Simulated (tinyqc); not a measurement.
Dopant redistribution at a moving silicon-oxide interface during parabolic oxidation: one step, computed by the program tinyqc.

Uniformly doped silicon is oxidised with x_ox = sqrt(B t); the interface advances into the silicon by alpha x_ox, alpha = 0.44. The dopant does not move in the oxide, and at the interface C(silicon) = m C(oxide).

Question. Profile below the interface. With the dopant diffusivity D and s = alpha x_ox/(2 sqrt(D t)), in the silicon C = C_B + (C_s - C_B) erfc(y/(2 sqrt(D t)))/erfc(s), y from the original surface. Dopant balance at the interface gives C_s/C_B = 1/[1 + (1/(m alpha) - 1) g], g = sqrt(pi) s exp(s^2) erfc(s). Depths z are counted from the present interface: y/(2 sqrt(D t)) = s + z/(2 sqrt(D t)); take z/(2 sqrt(D t)) = 0, 0.05, 0.1, 0.2, 0.3, 0.5, 0.75, 1, 1.5.

Inputs (values chosen for the exercise, modelled on boron in silicon under dry oxygen): oxidation activation energy E_B = 1.24 eV; temperature T = 1075 C.

diffusion length 2 sqrt(D t) = 0.5382531 um

ratio C_s/C_B = 0.2907728

s = 0.1784001

Give: Profile.

Answer.

Profile:
```
z/(2 sqrt(D t))  z (um)   C/C_B
0.00             0.0000  0.2908
0.05             0.0269  0.3387
0.10             0.0538  0.3856
0.20             0.1077  0.4752
0.30             0.1615  0.5583
0.50             0.2691  0.7012
0.75             0.4037  0.8324
1.00             0.5383  0.9153
1.50             0.8074  0.9844
```

Caution: in this case the oxide is not much thicker than a typical Deal-Grove length A, so real growth is slower than parabolic. Caution: parabolic growth needs an oxide much thicker than the Deal-Grove length A, which fails for thin films and low temperatures; oxidation-enhanced or retarded diffusion is ignored.
